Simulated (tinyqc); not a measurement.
# Ion-assisted plasma etching: sheath, surface coverage, synergy and aspect-ratio dependence, step by step

A worked calculation. Computed by tinyqc, a small Python program that keeps every step. Command: `OMP_NUM_THREADS=1 python tinyqc.py 3017713 3017714 out.jsonl etch walk`. One thread of a shared host (Intel(R) Xeon(R) Processor @ 2.30GHz), about 0.06 s of CPU time with the checks. Intermediate numbers are printed to about 6 digits and carried at full precision; extremes and crossings named in words are read from the listed rows.

Radicals adsorb on bare sites; ions remove covered sites with a high yield and bare sites by sputtering; a slow spontaneous reaction acts everywhere, walls included.

Inputs (values chosen for the exercise, close to those used for silicon dioxide in a fluorocarbon plasma):
```
quantity,value,unit
plasma density n_e,2.6e+11,1/cm^3
electron temperature T_e,2.5,eV
ion mass M_i,69,u
sheath voltage V,790,V
radical density n,6.5e+13,1/cm^3
radical mass M_n,31,u
gas temperature T_g,600,K
sticking coefficient s,0.25,-
radicals per removed unit x,3,-
yield slope b,0.14,eV^(-1/2)
threshold E_th,9.7,eV
sputter slope b_p,0.017,eV^(-1/2)
sputter threshold E_p,38,eV
spontaneous reaction probability k_c,1.6e-05,-
solid density N,2.2e+22,1/cm^3
ion temperature T_i,0.5,eV
aspect ratio A,21,-
```

Feature: long trench.

Constants: e = 1.602176634e-19 C; u = 1.6605390666e-27 kg; k_B = 1.380649e-23 J/K; eps_0 = 8.8541878128e-12 F/m.

## Fluxes

Bohm speed u_B = sqrt(e T_e/M_i); ion flux G_i = 0.61 n_e u_B; radical flux G_n = n c/4 with c = sqrt(8 k_B T_g/(pi M_n)).

Bohm speed = 186972 cm/s

ion flux G_i = 2.96537e+16 1/(cm^2 s)

radical speed c = 64015.0 cm/s

radical flux G_n = 1.04024e+18 1/(cm^2 s)

flux ratio G_n/G_i = 35.0797

## Sheath and ion angles

Debye length lambda_D = sqrt(eps_0 T_e/(e n_s)) with n_s = 0.61 n_e, T_e in volts; Child-law sheath d = (sqrt2/3) lambda_D (2 V/T_e)^(3/4); ion energy E = V + T_e/2; angular spread = arctan(sqrt(T_i/E)).

Debye length = 29.5146 um

sheath thickness = 1753.76 um

ion energy E = 791.25 eV

angular spread = 1.43999 degrees

## Yields

Yields: Y = b (sqrt(E) - sqrt(E_th)) on covered sites, Y_p = b_p (sqrt(E) - sqrt(E_p)) on bare ones (zero below threshold).

yield Y = 3.50206

sputter yield Y_p = 0.373401

## Open-field etch rate

Steady coverage: s G_n (1 - theta) = x Y G_i theta; removal flux = Y G_i theta + Y_p G_i (1 - theta) + k_c G_n; rate = flux/N, 1 cm/s = 6e8 nm/min. Lateral rate = k_c G_n/N; anisotropy = 1 - lateral/vertical; synergy = vertical/(ions alone + radicals alone), with ions alone Y_p G_i/N and radicals alone the lateral rate.

coverage theta = 0.454964

vertical rate = 1453.62 nm/min

lateral rate = 0.453925 nm/min

anisotropy = 0.999688

synergy = 4.80634

Ions and radicals both limit the rate.

## Rate at the floor of the feature

Transmission of a long trench, rough form: K = (1 + ln(1 + A))/(1 + A + ln(1 + A)), walls that scatter diffusely without loss. With a loss probability S = s (1 - theta) at the floor, G_b/G_n = K/(K + S - K S); theta follows G_b, and the two are solved together. Ions are taken to reach the floor unshadowed; G_b replaces G_n in every term of the rate; A is depth over width.

transmission K = 0.163048

G_b/G_n = 0.529052

coverage at the floor = 0.306337

rate at the floor = 1077.34 nm/min

floor rate over open-field rate = 0.741142

The lag is 26 %. Caution: at this aspect ratio many ions strike the walls, so ion shadowing, left out here, adds to the lag. Caution: the trench transmission is an interpolation between the limits 1 and ln(A)/A, good to tens of per cent.

## Etch lag against aspect ratio

The formulas are those given above.

Floor of the feature:
```
A,K,G_b/G_n,theta,rate (nm/min),relative rate
0.5,0.737597,0.952800,0.443003,1423.33,0.979165
1.0,0.628687,0.923022,0.435183,1403.53,0.965544
2.0,0.512030,0.879191,0.423264,1373.35,0.944784
5.0,0.358296,0.787286,0.396565,1305.76,0.898281
10.0,0.253614,0.680653,0.362314,1219.04,0.838627
20.0,0.168210,0.539905,0.310668,1088.30,0.748685
50.0,0.089781,0.335577,0.218823,855.82,0.588750
100.0,0.053166,0.208693,0.148360,677.47,0.466057
```

K falls by a factor 13.9 over the rows and the rate by 2.10. Among these rows the rate stays within 10 % of the open-field value up to A = 2, and falls further as fewer radicals reach the floor. Caution: rows with A above about 1/(2 tan(ion spread)) or 1/sqrt(k_c), often 10 to 30, are formal: ion shadowing, radical loss on the walls, redeposition of sputtered material and, in fluorocarbon plasmas, polymer growth are left out and add to the lag.

## Yield per ion against the flux ratio

The ion flux is fixed and the radical flux set by the ratio; the removal per ion is the removal flux over G_i.

Open field:
```
G_n/G_i,theta,rate (nm/min),removal per ion
0.3,0.007088,319.92,0.39558
1,0.023242,360.81,0.44613
3,0.066630,470.61,0.58191
10,0.192217,788.47,0.97494
30,0.416524,1356.29,1.67704
100,0.704103,2084.84,2.57790
300,0.877130,2525.23,3.12244
1000,0.959670,2743.14,3.39188
3000,0.986185,2836.11,3.50683
```

Coverage reaches one half at G_n/G_i = x Y/s = 42.0. Below that the ion-assisted part follows the radical flux, on top of the sputter floor Y_p = 0.373; above it the ion-assisted part saturates at Y = 3.50 per ion.

Checks made by the program: series form 1/R = 1/(Y G_i) + x/(s G_n) of the ion-assisted part (relative difference below 1e-10).
